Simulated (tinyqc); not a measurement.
Comparisons within one model: band offset from the macroscopic average of a supercell potential. A value that a table varies takes the place of the one given here.

A model of the planar-averaged electrostatic energy of an electron in a periodic cell of N1 periods of A (L1 = N1 n1 h) and N2 periods of B (L2 = N2 n2 h), on z_j = j h: V(z) = f VA + (1 - f) VB + F t(z), VA = V1[0] + V1[1] cos(2 pi z/(n1 h)) + V1[2] cos(4 pi z/(n1 h)), VB the same with V2, n2 and z - L1. f = [tanh(z/w) - tanh((z - L1)/w) + tanh((z - L1 - L2)/w)]/2 + 1/2; t(z) = z - L1/2 in A and (L1/L2)(L1 + L2/2 - z) beyond, so that the cell is periodic.

Running mean over n points, periodic: for odd n the plain mean of the n points centred on j; for even n the n + 1 points with half weight at both ends. The macroscopic average applies the mean over n1 points and then over n2 points.

dEv = Ev(A) - Ev(B) = Ev1 - (dV + Ev2); dEc = Ec(B) - Ec(A) = Eg2 - Eg1 - dEv. The correction of a gap, c = Eg[1] - Eg[0], lowers the valence top by fv c and leaves dV, a ground-state quantity, as it is. Type I: dEv and dEc of one sign; II: opposite signs; III: no overlap of the gaps.

Inputs chosen for the exercise (gaps near those of GaAs and Ge; the results hold for these values, not for the real material): h = 0.35 angstrom (grid step); n1 = 7 (grid points per period of A); n2 = 6 (grid points per period of B); V1 = (-5.44, 2.71, 0.53) eV (mean and two harmonics of the potential in A); V2 = (-11.26, 1.76, 0.16) eV (the same in B); w = 0.36 angstrom (width of the interfaces); N1 = 5 (periods of A); N2 = 4 (periods of B); F = 0.004 eV/angstrom (slope in A from opposite charges on the two interfaces); Ev1 = 4.73 eV (valence top of bulk A above its mean potential); Eg1 = (0.52, 1.57) eV (gap of A: semi-local value, corrected value); Ev2 = 10.71 eV (valence top of bulk B above its mean potential); Eg2 = (0.1, 0.77) eV (gap of B: semi-local value, corrected value).

## How thick the regions must be

N1 = N2 = N, no slope (F = 0); dV is read at j = floor(N n1/2) and N n1 + floor(N n2/2). The exact value is V2[0] - V1[0].

Results:
```
N  L1 (angstrom)  dV (eV)  error (meV)
1           2.45  -2.2527      3567.27
2           4.90  -5.6662       153.82
3           7.35  -5.8192         0.80
4           9.80  -5.8200         0.00
5          12.25  -5.8200         0.00
6          14.70  -5.8200         0.00
```

The error is below 10 meV from N = 3 on. The two windows together span 4.55 angstrom and must fit between the interface tails, which fall as exp(-2 z/w); the errors at N = 2, 3 and 4 are 153.82, 0.80 and 0.00 meV.

## The choice of windows

dV read at j = 17 and 47 after means over the numbers of points listed; ripple is the spread over the five points around each.

Results:
```
windows  dV (eV)  ripple in A (meV)  ripple in B (meV)
none      -1.788               3680               2884
7 only    -6.048                  6                347
6 only    -5.418                664                  8
8 only    -6.440                504                484
8, 7      -5.771                  6                 77
7, 6      -5.819                  6                  8
```

Which rows can be used, and how does a wrong window show?

The last row matches both periods and lies +1 meV from the value of a thick cell, V2[0] - V1[0] = -5.820 eV. Against it the raw potential errs by +4.03 eV. No other row is within 20 meV of it. A window one point too long leaves a ripple of 504 meV in A, against 6 meV in the last row: the ripple is the sign to look for. Rows to use, with under 30 meV of ripple in both regions once the tilt is taken off: 7, 6. A row with a large ripple can hit the right value only by chance.

## Where the gap correction goes

dV = B - A = -5.8193 eV

fv1 and fv2 are varied.

Offsets (eV):
```
fv1  fv2     dEv     dEc
0.0  0.0  -0.161  -0.639
0.5  0.5  -0.351  -0.449
1.0  1.0  -0.541  -0.259
0.0  1.0   0.509  -1.309
1.0  0.0  -1.211   0.411
0.3  0.7  -0.007  -0.793
```

dEv + dEc = -0.800 eV in every row, but dEv alone spans 1.72 eV, the sum of the two corrections. A scissor on the conduction bands alone (first row) keeps the semi-local dEv; with equal shares fv the shift is fv times the difference of the corrections, -0.38 eV, against their sum of 1.72 eV: most of the error cancels if the shares are alike.

(tinyqc, `OMP_NUM_THREADS=1 python tinyqc.py 1851126 1851127 out.jsonl`, Intel(R) Xeon(R) Processor @ 2.30GHz, 1 thread, shared host, about 0.01 s.)
